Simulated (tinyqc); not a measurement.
What moves the results: ellipsoidal valleys in the axes of a wafer and a channel. A value that a table varies takes the place of the one given here.

Valleys with axes a along [111], [1-1-1], [-11-1] and [-1-11], one whole valley each; inverse mass tensor w = 1/mt + (1/ml - 1/mt) a a. Device axes: z = nz/|nz|, x = nx/|nx|, y = z cross x; in them a = (ax, ay, az). Confinement mass mz = 1/w_zz. In the plane w_ij is replaced by u_ij = w_ij - w_iz w_jz/w_zz (i, j = x, y); density-of-states mass md = 1/sqrt(det u); conductivity mass along x mc = 1/u_xx; ballistic transport mass mx = u_yy/det u, width mass my = 1/u_yy.

Hard walls: E_n = c (n pi/t)^2/mz, c = hbar^2/2m0, n = 1, 2, 3. Non-degenerate share of a valley proportional to md sum_n exp(-E_n/kT); mean 1/mc = sum of share/mc. 1 nm = 10 angstrom.

Constants: hbar^2/2m0 = 3.80998211 eV angstrom^2; kB = 8.617333262e-05 eV/K.

Values chosen for the exercise (near those of the L valleys of Ge; the results hold for these values, not for the real material): ml = 1.555 m0 (longitudinal mass); mt = 0.083 m0 (transverse mass); t = 6.1 nm (thickness of the film); T = 300 K (temperature); nz = (1, 1, 0) (surface normal (confinement)); nx = (1, -1, 1) (channel direction).

## Wafer and channel orientation

For each face/channel: the lowest ladder (mz, number of valleys, md, E1, share) and the mean conductivity mass over all valleys.

Results:
```
face/channel     mz  valleys     md  E1 (meV)  share  mean mc
(110)/[1-10]  0.225        2  0.218      44.9  0.923   0.0873
(112)/[11-1]  0.523        1  0.143      19.3  0.801   0.2003
(113)/[1-10]  0.293        1  0.191      34.4  0.696   0.1060
(111)/[1-10]  1.555        1  0.083       6.5  0.873   0.0883
(001)/[100]   0.121        4  0.297      83.3  1.000   0.1540
(100)/[011]   0.121        4  0.297      83.3  1.000   0.1540
(210)/[001]   0.192        2  0.236      52.6  0.880   0.2620
```

The mean conductivity mass is lowest, 0.0873, for (110)/[1-10] and highest, 0.2620, for (210)/[001]; the bulk value is 0.1213. The confinement energy is lowest on the face with the heaviest mz ((111), 6 meV). The density of states of the lowest ladder, valleys times md, runs between 0.083 and 1.189; a small value limits the charge through the quantum capacitance.

## Thickness of the film

Share of the lowest ladder and mean conductivity mass.

Results:
```
t (nm)  lowest E1 (meV)  spread of E1 (meV)  share of the lowest ladder  mean mc
2.0               417.8               714.8                       1.000   0.1161
3.0               185.7               317.7                       1.000   0.1161
4.0               104.5               178.7                       0.998   0.1162
5.0                66.9               114.4                       0.981   0.1169
7.0                34.1                58.3                       0.855   0.1220
10.0               16.7                28.6                       0.677   0.1303
14.0                8.5                14.6                       0.590   0.1347
```

The spread falls as 1/t^2 and passes kT = 25.9 meV between t = 10 and 14 nm; the share of the lowest ladder goes from 1.000 to 0.590 and the mean mass goes from 0.1161 to 0.1347, against 0.1396 for equal shares, the limit of a thick film (the bulk value 3/(1/ml + 2/mt) is 0.1213; the two differ since axes are tilted in the x-z plane and in a quantised film no valley carries current across it; once scattering blurs the subbands the bulk value returns). Three subbands a valley become too few once E3 nears kT. In the thinnest rows E1 (418 meV) is beyond the parabolic range, and the Delta valleys can pass below.

## What each parameter does

Lowest E1, its share and the mean conductivity mass. Each row changes one parameter from the base and keeps the others.

Results:
```
case           lowest E1 (meV)   share  mean mc (m0)
base                     44.92  0.9227        0.1192
ml = 1.711 m0            44.52  0.9234        0.1198
mt = 0.075 m0            49.25  0.9431        0.1076
t = 6.71 nm              37.12  0.8777        0.1211
T = 270 K                44.92  0.9430        0.1184
```

The largest shifts from the base row, up to three for each result and ties (the steps differ in size, so this ranks the rows, not the parameters). lowest E1 (meV): t -7.80, mt +4.33, ml -0.40; unchanged at the printed digits by T. share: t -0.0449, mt +0.0204, T +0.0204. mean mc (m0): mt -0.0116, t +0.0019, T -0.0008.

Run: tinyqc, `OMP_NUM_THREADS=1 python tinyqc.py 1880542 1880543 out.jsonl`; Intel(R) Xeon(R) Processor @ 2.30GHz, one thread, shared host; about 0.01 s of CPU time with all checks.
